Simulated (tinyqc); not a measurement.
Critical temperature from a phonon spectrum: McMillan, Allen-Dynes and the linearised Eliashberg equation: one step, computed by the program tinyqc. Command: `OMP_NUM_THREADS=1 python tinyqc.py 3030756 3030757 out.jsonl eliashberg walk`. One thread of a shared host (Intel(R) Xeon(R) Processor @ 2.30GHz), about 0.01 s of CPU time with the checks.

alpha^2 F(omega) = sum_i (lambda_i omega_i/2) delta(omega - omega_i), so that lambda = 2 int alpha^2 F/omega d omega = sum_i lambda_i.

Problem. The small kernel at the trial temperature. Linearised Eliashberg equation at omega_n = (2n + 1) pi k_B T, n = 0..N-1: lambda(j) = sum_i lambda_i omega_i^2/(omega_i^2 + (2 pi j k_B T)^2); K_mn = lambda(m - n) + lambda(m + n + 1) - 2 mu*(N) - delta_mn [2m + 1 + lambda(0) + 2 sum_(j=1..m) lambda(j)], with 1/mu*(N) = 1/mu* + ln(omega_rms/omega_N), omega_N = (2N + 1) pi k_B T. T_c is where the largest eigenvalue rho of K is zero.

Inputs (values chosen for the exercise, for a model metal):
```
quantity                                value  unit
peak energy omega_1                      37.1   meV
coupling lambda_1                       0.784     -
peak energy omega_2                      84.1   meV
coupling lambda_2                        0.63     -
peak energy omega_3                       124   meV
coupling lambda_3                       0.726     -
Coulomb pseudopotential mu*              0.13     -
trial temperature                         108     K
Matsubara points N in the small matrix      4     -
```

Peaks in alpha^2 F: three.

omega_rms = 88.33335 meV

Constants: k_B = 8.617333262e-05 eV/K.

Give: lambda(j), j = 0, 1, ...; mu*(N); K.

Solution.

lambda(j), j = 0, 1, ...: 2.140  1.244  0.671  0.393  0.251  0.171  0.124  0.093

mu*(N) = 0.1515

K, lower triangle (symmetric):
```
       1      2      3       4
1  -0.06
2   1.61  -5.40
3   0.76   1.19  -8.96
4   0.34   0.54   1.06  -11.82
```
